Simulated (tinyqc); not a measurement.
# Carrier lifetime of an n-type layer with SRH, radiative, Auger and surface recombination: effects of single changes

Uniform excess density dn = dp (no trapping), n = n0 + dn, p = p0 + dn, Boltzmann statistics, full ionisation. Surfaces enter as a rate 2 S dn/d, which holds while diffusion to them is fast.

Inputs (values chosen for the exercise); band and dielectric values close to those of In0.53Ga0.47As:
```
symbol,value,unit,meaning
T,250,K,temperature
Eg,0.743,eV,band gap
Nc,1.57e17,cm^-3,conduction-band density of states at T
Nv,5.87e18,cm^-3,valence-band density of states at T
B,1e-10,cm^3/s,radiative coefficient
N,1.8e14,cm^-3,donor density
Cn,2.6e-29,cm^6/s,Auger coefficient (two electrons)
Cp,4.4e-30,cm^6/s,Auger coefficient (two holes)
Nt,3.7e13,cm^-3,trap density
sn,1e-15,cm^2,capture cross-section for electrons
sp,2e-16,cm^2,capture cross-section for holes
vth,1.6e7,cm/s,thermal velocity (both carriers)
Et,0.44,eV,trap level below the conduction band
S,0,cm/s,surface recombination velocity (both faces)
d,2,um,sample thickness
```

Constants: q = 1.602176634e-19 C, kB = 1.380649e-23 J/K, Vt = kB T/q. Results are converted to the units shown.

Each table varies one quantity; the others keep the values above.

## Lifetime against injection

ni = sqrt(Nc Nv) exp(-Eg/(2 Vt)), Eg in volts; majority density N/2 + sqrt(N^2/4 + ni^2), n0 p0 = ni^2; n1 = Nc exp(-Et/Vt), p1 = Nv exp((Et - Eg)/Vt); tn0 = 1/(sn vth Nt), tp0 = 1/(sp vth Nt). With e = n p - ni^2 = dn (n0 + p0 + dn): U_SRH = e/(tp0 (n + n1) + tn0 (p + p1)), U_rad = B e, U_Aug = (Cn n + Cp p) e, U_s = 2 S dn/d. Each tau is dn over its rate; tau = dn/U with U the sum.

Lifetime against injection:
```
dn (cm^-3),tau_SRH (s),tau_rad (s),tau_Aug (s),tau (s),radiative share (%),largest path
1e11,8.4898e-6,5.5525e-5,1.1857,7.3638e-6,13.262,SRH
1e12,8.4980e-6,5.5249e-5,1.1729,7.3651e-6,13.331,SRH
1e13,8.5755e-6,5.2632e-5,1.0560,7.3740e-6,14.011,SRH
1e14,9.0768e-6,3.5714e-5,0.46262,7.2373e-6,20.264,SRH
1e15,9.8840e-6,8.4746e-6,0.024158,4.5617e-6,53.828,radiative
1e16,1.0106e-5,9.8232e-7,3.1823e-4,8.9278e-7,90.885,radiative
1e17,1.0132e-5,9.9820e-8,3.2785e-6,9.5954e-8,96.126,radiative
1e18,1.0135e-5,9.9982e-9,3.2884e-8,7.6613e-9,76.626,radiative
1e19,1.0135e-5,9.9998e-10,3.2894e-10,2.4751e-10,24.752,Auger
```

SRH recombination leads at dn = 1e11, radiative from 1e15, Auger from 1e19 on. The total lifetime falls from 7.36e-6 to 2.48e-10 s. tau_SRH goes from 8.49e-6 s (low-injection limit 8.49e-6 s) to 1.01e-5 s (high-injection limit tn0 + tp0 = 1.01e-5 s). Between the last two rows tau_rad goes as dn^(-1.00) and tau_Aug as dn^(-2.00); the radiative share goes from 13.3 through a maximum of 96.1 (at dn = 1e17 among the rows listed) to 24.8 %. For dn = 1e17, 1e18, 1e19 the carriers are degenerate, where B and the Auger coefficients no longer stay constant.

## Effect of the donor density at dn = 1e17 cm^-3

Same model as above.

Here dn = 1e17 cm^-3.

Result of one run:
```
N (cm^-3),tau_SRH (s),tau_rad (s),tau_Aug (s),tau (s),radiative share (%),largest path
2e14,1.0132e-5,9.9800e-8,3.2773e-6,9.5934e-8,96.126,radiative
```

What becomes of these results when the donor density N is changed from 2e14 to 1e16 cm^-3, all else the same?

Result of the changed run:
```
N (cm^-3),tau_SRH (s),tau_rad (s),tau_Aug (s),tau (s),radiative share (%),largest path
1e16,9.9816e-6,9.0909e-8,2.7548e-6,8.7236e-8,95.959,radiative
```

The whole series:
```
N (cm^-3),tau_SRH (s),tau_rad (s),tau_Aug (s),tau (s),radiative share (%),largest path
1e14,1.0134e-5,9.9900e-8,3.2834e-6,9.6032e-8,96.128,radiative
2e14,1.0132e-5,9.9800e-8,3.2773e-6,9.5934e-8,96.126,radiative
5e14,1.0127e-5,9.9502e-8,3.2592e-6,9.5643e-8,96.121,radiative
1e15,1.0118e-5,9.9010e-8,3.2293e-6,9.5161e-8,96.113,radiative
2e15,1.0102e-5,9.8039e-8,3.1707e-6,9.4212e-8,96.096,radiative
5e15,1.0055e-5,9.5238e-8,3.0044e-6,9.1472e-8,96.046,radiative
1e16,9.9816e-6,9.0909e-8,2.7548e-6,8.7236e-8,95.959,radiative
2e16,9.8537e-6,8.3333e-8,2.3408e-6,7.9817e-8,95.780,radiative
```

Radiative recombination leads at N = 1e14 and in all other rows. tau_SRH falls from 1.01e-5 to 9.85e-6 s and the total lifetime falls from 9.60e-8 to 7.98e-8 s. Between the last two rows tau_rad goes as N^(-0.13) and tau_Aug as N^(-0.23).

tinyqc, about 0.01 s, one thread, Intel Xeon 2.30GHz (shared host): `OMP_NUM_THREADS=1 python tinyqc.py 2300025 2300026 out.jsonl`
